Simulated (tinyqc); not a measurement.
# Transfer length from front and end resistance

Inverse problem. A contact of length d and width W has Rc = (Rsh Lt/W) coth(d/Lt) and Re = (Rsh Lt/W)/sinh(d/Lt), with Rsh the sheet resistance under the metal and Lt = sqrt(rc/Rsh). Find Lt, Rsh and rc.

Parameters, values chosen for the exercise: contact length d = 3.2 um; contact width W = 8.6 um.

Rc = 98.982182 ohm
Re = 10.733671 ohm

Solution. Rc/Re = cosh(d/Lt) gives Lt, and Re then gives Rsh.

Lt = 1.099 um
Rsh = 770.0 ohm/sq
rc = 9.300e-6 ohm cm^2

Computed by the program tinyqc: `OMP_NUM_THREADS=1 python tinyqc.py 2760168 2760169 out.jsonl`, one thread of a shared Intel Xeon 2.30GHz, about 0.01 s for the whole run.
